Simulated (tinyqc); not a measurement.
# Worked calculation: short-channel transistor, virtual-source model with series resistance

Numbers from tinyqc (`OMP_NUM_THREADS=1 python tinyqc.py 2380042 2380043 out.jsonl`; about 0.01 s on one thread of a shared Intel Xeon 2.30GHz). Printed values are rounded.

The current per gate width is the charge at the top of the source barrier (the virtual source) times its velocity times a saturation function; al and be are fitting constants of the model. Units: I in uA/um, Rs in ohm um, so I Rs = 1e-6 I Rs in volts; Q in uC/cm^2, so I = 1e-4 Q vx0 Fsat with vx0 in cm/s.

Values chosen for this exercise:

| symbol | value | unit | meaning |
|---|---|---|---|
| T | 350 | K | temperature |
| Cinv | 3.97 | uF/cm^2 | inversion capacitance |
| vx0 | 3.92e7 | cm/s | velocity at the virtual source |
| mu | 490 | cm^2/(V s) | apparent mobility |
| L | 12 | nm | channel length |
| VT0 | 0.38 | V | threshold at zero drain voltage |
| dl | 0.04 | V/V | drain-induced barrier lowering |
| n0 | 1.53 |  | subthreshold factor |
| nd | 0.05 | 1/V | growth of n with drain voltage |
| al | 3.5 |  | threshold shift (in units of Vt) from weak to strong inversion |
| be | 1.4 |  | sharpness of saturation |
| Rs | 200 | ohm um | series resistance of each contact |
| Vgs | 0.8 | V | gate voltage |
| Vds | 0.8 | V | drain voltage |

Constants: q = 1.602176634e-19 C, kB = 1.380649e-23 J/K, Vt = kB T/q. Results are converted to the units shown.

## Iteration 1: current through the series resistance

I at the start = 0 uA/um

Intrinsic voltages Vg' = Vgs - I Rs, Vd' = Vds - 2 I Rs. n = n0 + nd Vd', VT = VT0 - dl Vd', Ff = 1/(1 + exp((Vg' - VT + al Vt/2)/(al Vt))), Q = Cinv n Vt ln(1 + exp((Vg' - VT + al Vt Ff)/(n Vt))), Vdsat = (vx0 L/mu)(1 - Ff) + Vt Ff, Fsat = u/(1 + u^be)^(1/be) with u = Vd'/Vdsat, and I(out) = Q vx0 Fsat per width. (Fsat takes the sign of u.) I(new) = I + 0.3 (I(out) - I).

Vg' = 0.8 V
Vd' = 0.8 V
VT = 0.348 V
Ff = 0.00831099
Q = 1.79794 uC/cm^2
Vdsat = 0.0954528 V
Fsat = 0.965108
I(out) = 6802.00 uA/um
I after iteration 1 = 2040.60 uA/um

## Iteration 2: current through the series resistance

As before.

Vg' = 0.391880 V
Vd' = -0.0162397 V
VT = 0.380650 V
Ff = 0.352884
Q = 0.247358 uC/cm^2
Vdsat = 0.0727664 V
Fsat = -0.205496
I(out) = -199.257 uA/um
I after iteration 2 = 1368.64 uA/um

## Iteration 3: current through the series resistance

As before.

Vg' = 0.526272 V
Vd' = 0.252543 V
VT = 0.369898 V
Ff = 0.121177
Q = 0.676391 uC/cm^2
Vdsat = 0.0880218 V
Fsat = 0.863226
I(out) = 2288.80 uA/um
I after iteration 3 = 1644.69 uA/um

## Course of the iteration: current through the series resistance

Stop when I changes by less than 1e-7 uA/um, or after 80 iterations.

Course of the iteration:
```
iteration  I (uA/um)  |change| (uA/um)
1            2040.60              2040
2            1368.64               672
3            1644.69               276
4            1579.51              65.2
5            1595.26              15.8
6            1591.53              3.73
7            1592.42             0.888
8            1592.21             0.211
9            1592.26            0.0502
10           1592.25            0.0119
11           1592.25           2.84e-3
12           1592.25           6.74e-4
13           1592.25           1.60e-4
14           1592.25           3.81e-5
15           1592.25           9.06e-6
16           1592.25           2.15e-6
17           1592.25           5.12e-7
18           1592.25           1.22e-7
19           1592.25           2.89e-8
```

Converged in 19 iterations. At the end each change is about 0.24 times the one before, with alternating sign: linear convergence.

## What the series resistance costs

converged I = 1592.25 uA/um
I0 = 6802.00 uA/um

Intrinsic voltages Vg' = Vgs - I Rs, Vd' = Vds - 2 I Rs. n = n0 + nd Vd', VT = VT0 - dl Vd', Ff = 1/(1 + exp((Vg' - VT + al Vt/2)/(al Vt))), Q = Cinv n Vt ln(1 + exp((Vg' - VT + al Vt Ff)/(n Vt))), Vdsat = (vx0 L/mu)(1 - Ff) + Vt Ff, Fsat = u/(1 + u^be)^(1/be) with u = Vd'/Vdsat, and I = Q vx0 Fsat per width. I0 is the current for Rs = 0. Effective velocity I/Q; transit time L Q/I.

loss against I0 = 76.5915 %
effective velocity = 3.08819e7 cm/s
transit time = 0.0388577 ps

The carriers leave the virtual source at 78.8 % of vx0.
